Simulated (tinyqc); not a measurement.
From results to parameters: diatomic chain. Computed by the program tinyqc.

Problem. A chain of two alternating masses has one spring constant k; at the zone edge omega^2 = 2k/M and 2k/m, and wavenumber = 521.4708 sqrt(omega^2) with omega^2 in eV/(angstrom^2 u). Find k, the heavier mass and the optical wavenumber at q = 0.

wavenumbers at the zone edge (cm^-1): 324.738405  831.554994
lighter mass = 21.000000 u

Solution. The upper value gives k = m omega^2/2, the ratio of the squares gives M/m, and at q = 0 omega^2 = 2k (1/m + 1/M), the sum of the two.

k = 26.7000 eV/angstrom^2
heavier mass = 137.7000 u
optical wavenumber at q = 0 = 892.7143 cm^-1
